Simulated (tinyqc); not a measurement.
Strained alloy layer of InAs and AlAs on (001) InP, model-solid band line-up: one step of the calculation.

The layer is x parts of the first compound and 1 - x of the second, grown coherently on the third as substrate and barrier. Rows of the table: lattice constant a, average valence level Ea on an absolute scale, spin-orbit splitting so, gaps at Gamma, X and L, hydrostatic deformation potentials av and ac (Gamma), shear potential b, elastic constants, electron and heavy-hole (along z) masses. All are interpolated linearly in x; gaps get -C x (1 - x), taken wholly in the conduction band; real line-ups can differ from this model by 0.1 eV or more.

Task. Relaxed alloy and strain. In-plane strain e = (a_substrate - a)/a, e_z = -2 (c12/c11) e, volume change 2 e + e_z.

Inputs (values chosen for the exercise): fraction of the first compound in the layer x = 0.47; bowing of the Gamma gap CG = 0.7 eV; bowing of the X gap CX = 0 eV; bowing of the L gap CL = 0 eV.

Binary compounds, values chosen for the exercise:
```
,close to InAs,close to AlAs,close to InP
a (angstrom),6.058,5.661,5.869
Ea (eV),-6.67,-7.49,-7.04
so (eV),0.376,0.279,0.11
EG (eV),0.349,2.97,1.36
EX (eV),1.38,2.16,2.17
EL (eV),1.07,2.37,1.92
av (eV),1.01,2.51,1.25
ac (eV),-5.03,-5.56,-5
b (eV),-1.8,-1.52,-1.71
c11 (GPa),83.9,124,101
c12 (GPa),44.7,53.4,55.7
me (m0),0.0229,0.15,0.0789
mh (m0),0.333,0.474,0.532
```

Find: a; Gamma gap; X gap; L gap; e; e_z; volume change.

Result.

a = 5.8476 angstrom
Gamma gap = 1.5638 eV
X gap = 1.7934 eV
L gap = 1.7590 eV
e = 0.36613 %
e_z = -0.34339 %
volume change = 0.38887 %

The relaxed alloy has its lowest gap at Gamma (direct). The layer is under tensile in-plane strain.

Computed by the program tinyqc: `OMP_NUM_THREADS=1 python tinyqc.py 2690029 2690030 out.jsonl`, one thread of a shared Intel Xeon 2.30GHz, about 0.01 s for the whole run.
